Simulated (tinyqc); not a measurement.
# Saddle-point parameters from gate and bias data

Problem. In a saddle-point contact at zero temperature mu - V0 = al (Vg - Vp), riser n is centred where this equals wy (n + 1/2), its largest slope is dg/dmu = pi/(2 wx) (neighbouring modes neglected), and in bias spectroscopy neighbouring risers meet at q V = wy. Find al, Vp and wx.

gate voltages at the middle of the first and second risers (V): [-1.9483420, -1.9250259]
largest dg/dVg on a riser = 159.55984 1/V
bias at which two neighbouring risers meet = 4.5 mV

Solution. The bias gives wy, the gate spacing then gives al = wy/(Vg2 - Vg1), and the slope gives wx = al pi/(2 dg/dVg).

lever arm al = 0.1930 eV/V
Vp = -1.960 V
wx = 1.900 meV

tinyqc, about 0.08 s, one thread, Intel Xeon 2.30GHz (shared host): `OMP_NUM_THREADS=1 python tinyqc.py 2740105 2740106 out.jsonl`
